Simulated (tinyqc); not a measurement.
Inside a calculation. Method: Hubbard ring of 4 sites. One step of it, computed by the program tinyqc.

Question. Mean-field iteration 1. H(up) = T + U n(down), H(down) = T + U n(up); fill the lowest levels; n(new) = n + mixing (n(out) - n); E = tr T (rho up + rho down) + U sum n_up n_down of the output.

one-body matrix (hopping and site energies) (eV):
```
           1          2          3          4
1   0.570000  -1.800000   0.000000  -1.800000
2  -1.800000   0.080000  -1.800000   0.000000
3   0.000000  -1.800000   0.930000  -1.800000
4  -1.800000   0.000000  -1.800000   0.660000
```

U = 9.700000 eV

electrons, up and down: 2  1

mixing = 0.200000

n(up) at the start (a guess, not normalised): 1 0.800000, 2 0.200000, 3 0.800000, 4 0.200000

n(down) at the start (a guess): 1 0.000000, 2 0.550000, 3 0.000000, 4 0.550000

Give: levels, up; levels, down; energy; n(up) after iteration 1; n(down) after iteration 1.

Answer.

levels, up (eV): -1.159  0.762  5.673  7.633

levels, down (eV): 0.617  2.349  8.495  10.179

energy = -1.501 eV

n(up) after iteration 1: 1 0.819, 2 0.184, 3 0.817, 4 0.180

n(down) after iteration 1: 1 0.018, 2 0.551, 3 0.016, 4 0.495
